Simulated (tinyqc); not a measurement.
## Schottky diode by thermionic emission with image-force lowering and series resistance: a Richardson plot

Metal on an n-type semiconductor with one parabolic valley; V > 0 is forward bias (metal positive). I = I0 [exp(Vj/(n Vt)) - 1] with Vj = V - I Rs; I0 = S A* T^2 exp(-(phi - dphi)/Vt), the lowering dphi taken at zero bias.

A* = 4 pi q me m0 kB^2/h^3 (times 1e-4 for A/(cm^2 K^2)); Nc = 2 (2 pi me m0 kB T/h^2)^1.5 (times 1e-6 for cm^-3); xi = Vt ln(Nc/Nd), Vbi = phi - xi; surface field Em = sqrt(2 q Nd (Vbi - V - Vt)/(eps0 eps_r)); dphi = sqrt(q Em/(4 pi eps0 eps_r)). Here V = 0 in Em; phi is held fixed.

Inputs (values chosen for the exercise); band and dielectric values those of a made-up semiconductor:

| symbol | value | unit | meaning |
|---|---|---|---|
| me | 0.227 | m0 | electron mass |
| eps_r | 10.5 |  | relative permittivity |
| phi | 1.06 | eV | barrier height seen from the metal |
| Nd | 1.3e16 | cm^-3 | donor density |
| S | 1.3e-5 | cm^2 | area |

Constants: q = 1.602176634e-19 C, kB = 1.380649e-23 J/K, h = 6.62607015e-34 J s, m0 = 9.1093837015e-31 kg, Vt = kB T/q, eps0 = 8.8541878128e-14 F/cm where lengths are in cm. Results are converted to the units shown.

Result of one run:
```
T (K)  dphi (meV)     I0 (A)  ln(I0/(S T^2))  1/Vt (1/V)
200         30.00  1.574e-25          -56.46       58.02
```

What becomes of these results when the temperature T is changed from 200 to 320 K, all else the same?

Result of the changed run:
```
T (K)  dphi (meV)     I0 (A)  ln(I0/(S T^2))  1/Vt (1/V)
320         29.37  2.130e-15          -34.07       36.26
```

The whole series:
```
T (K)  dphi (meV)     I0 (A)  ln(I0/(S T^2))  1/Vt (1/V)
200         30.00  1.574e-25          -56.46       58.02
240         29.80  4.753e-21          -46.51       48.35
280         29.59  7.898e-18          -39.40       41.44
320         29.37  2.130e-15          -34.07       36.26
360         29.13  1.702e-13          -29.92       32.23
400         28.89  5.787e-12          -26.61       29.01
450         28.57  2.017e-10          -23.29       25.79
```

I0 grows by 15.1 decades. The line through the end rows has the slope -1.029 eV and the intercept ln(25.5 A/(cm^2 K^2)), against phi = 1.06 eV and A* = 27.3. The difference comes from the lowering: dphi falls from 30.0 to 28.6 meV.

tinyqc, about 0.01 s, one thread, Intel Xeon 2.30GHz (shared host): `OMP_NUM_THREADS=1 python tinyqc.py 2640024 2640025 out.jsonl`
